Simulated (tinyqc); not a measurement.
Ways to average over directions: averaged masses of warped heavy- and light-hole bands.

Four-band hole energies E = c k^2 f(u), c = hbar^2/2m0, f = g1 -/+ 2 sqrt(g2^2 + 3 (g3^2 - g2^2) s), s = ux^2 uy^2 + uy^2 uz^2 + uz^2 ux^2 for the unit vector u; minus for heavy, plus for light holes; the mass along u is 1/f.

Grid: n x n midpoints in cos(theta) from 0 to 1 and phi from 0 to pi/2, equal weights. m_d = <f^(-3/2)>^(2/3). Conductivity mass for one scattering time: 1/m_c = <|w|^2 f^(-5/2)>/<f^(-3/2)> with w = grad_k(k^2 f)/(2 k), that is |w|^2 = f^2 + |angular gradient of f|^2/4.

Inputs chosen for the exercise (out of a larger set: near those of Si; not measured data):

| symbol | value | unit | meaning |
|---|---|---|---|
| g1 | 4.29 |  | Luttinger gamma1 |
| g2 | 0.34 |  | gamma2 |
| g3 | 1.44 |  | gamma3 |

Heavy and light m_d on grids of growing n, against n = 160; also the three-direction rule <F> = (10 F[100] + 16 F[110] + 9 F[111])/35 and the spherical masses 1/(g1 (1 -/+ mu)), mu = (6 g3 + 4 g2)/(5 g1).

Masses (m0):

| method | heavy | light | error heavy (%) | error light (%) |
|---|---|---|---|---|
| grid n = 1 | 0.6987 | 0.1399 | 35.93 | -9.87 |
| grid n = 2 | 0.5283 | 0.1507 | 2.78 | -2.87 |
| grid n = 3 | 0.5213 | 0.1529 | 1.43 | -1.46 |
| grid n = 5 | 0.5164 | 0.1542 | 0.47 | -0.67 |
| grid n = 10 | 0.5146 | 0.1548 | 0.13 | -0.24 |
| grid n = 160 | 0.5140 | 0.1552 | 0.00 | 0.00 |
| three directions | 0.5328 | 0.1615 | 3.66 | 4.07 |
| spherical | 0.4367 | 0.1590 | -15.04 | 2.43 |
| [100] alone | 0.2770 | 0.2012 | -46.10 | 29.64 |

How do the results move, and what explains it?

The heavy mass is within 1 % from grid n = 5 on. Three directions err by +3.66 %, the spherical form by -15.04 % and [100] alone by -46.1 %; for light holes the same three err by +4.07, +2.43 and +29.6 %. The power -3/2 weights the heavy directions near [111], which a mean of f misses.

Program tinyqc; command `OMP_NUM_THREADS=1 python tinyqc.py 1050412 1050413 out.jsonl`; about 0.02 s on one thread of a shared Intel(R) Xeon(R) Processor @ 2.30GHz.
